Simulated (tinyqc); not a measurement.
# From dn, finite wafer back to front recombination velocity S_f

Model: surface photovoltage measurement of the minority-carrier diffusion length in a wafer. Computed by tinyqc, a small Python program. Command: `OMP_NUM_THREADS=1 python tinyqc.py 3130077 3130078 out.jsonl spv inv`. One thread of a shared host (Intel(R) Xeon(R) Processor @ 2.30GHz), about 0.02 s of CPU time with the checks.

Low injection, steady light, a depletion layer much thinner than 1/alpha and L. The excess density dn is taken at the front edge of the neutral region; light that reaches the back is lost.

Inputs (values chosen for the exercise, modelled on p-type silicon at room temperature): diffusion length L = 25 micrometre; wafer thickness W = 300 micrometre; diffusivity D = 25 cm^2/s; back recombination velocity S_b = 21000 cm/s; photon flux entering = 1.6e+12 1/(cm^2 s); minority density at the surface barrier scale n_0 = 8.8e+10 1/cm^3; temperature T = 298 K; wavelength = 989 nm.

Constants: k_B = 8.617333262e-05 eV/K.

Method:
- alpha = (84.732/lambda - 76.417)^2 per cm with lambda in micrometre (an empirical fit for silicon between 0.7 and 1.05 micrometre).
- Thick wafer: dn = Phi L/((S_f + D/L)(L + 1/alpha)). Finite wafer, with s = S_b L/D, w = W/L, a = alpha L: dn = [Phi a/(a^2 - 1)] [a - B - exp(-alpha W)(a - s)/(cosh w + s sinh w)]/(S_f + B D/L), B = (sinh w + s cosh w)/(cosh w + s sinh w).
- Photovoltage V = (k_B T/e) ln(1 + dn/n_0). Lifetime = L^2/D.

Task: A run gave the result below. Find the front recombination velocity S_f, known to lie between 33000 and 68000 cm/s.

dn, finite wafer = 5.94845e+06 1/cm^3

Result:

Each step takes the trial c = (a f_b - b f_a)/(f_b - f_a), f being the result less the target and a, b, c the logarithms of the listed values; c replaces end b, the old b replaces a if the sign of f changed, and otherwise f_a is halved.

Scan of the range:
```
front recombination velocity S_f (cm/s)  dn, finite wafer (1/cm^3)
33000                                                  6.56543e+06
37200                                                  5.98122e+06
42000                                                  5.42910e+06
47400                                                  4.91835e+06
53400                                                  4.45289e+06
60300                                                  4.01584e+06
68000                                                  3.61940e+06
```

False position (Illinois rule, in the logarithm of the input) inside the bracket:
```
step    end a    end b    trial  dn, finite wafer (1/cm^3)
1     37200.0  42000.0  37468.9                5.94733e+06
2     37200.0  37468.9  37451.7                5.94949e+06
3     37468.9  37451.7  37460.0                5.94845e+06
4     37451.7  37460.0  37460.0                5.94845e+06
```

dn, finite wafer falls at every point of a 13-point scan of the range (every second point is shown), so one value fits; it is bracketed by 37200 and 42000. Answer: front recombination velocity S_f = 37460 cm/s.
